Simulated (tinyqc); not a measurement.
Plane-wave Kohn-Sham cycle with exchange-only LDA in a layered model solid, step by step. One step of it, computed by the program tinyqc.

Task: Iteration 1: Hamiltonian at one k. H(m,m') = (k + G_m)^2/2 delta + V(G_m - G_m'), with V(-G) = V(G).

A solid whose potential varies along x alone (atomic units):
```
parameter                      value
period a                   11.600000
cross-section of the cell  20.000000
electrons per cell                 2
grid points                       16
plane waves -n..n, n               2
k points                           4
V1 in V1 cos(2 pi x/a)     -0.800000
```

V(G_m), m = 0, 1, 2, ... (hartree): [-0.201916, -0.400000, 0.000000, 0.000000, 0.000000]

k = 0.125000 2 pi / a

Give: H.

Result:

H (hartree), order -2, -1, +0, +1, +2:
$$\begin{pmatrix}
0.3138 & -0.4000 & 0.0000 & 0.0000 & 0.0000 \\
-0.4000 & -0.0896 & -0.4000 & 0.0000 & 0.0000 \\
0.0000 & -0.4000 & -0.1996 & -0.4000 & 0.0000 \\
0.0000 & 0.0000 & -0.4000 & -0.0163 & -0.4000 \\
0.0000 & 0.0000 & 0.0000 & -0.4000 & 0.4605
\end{pmatrix}$$
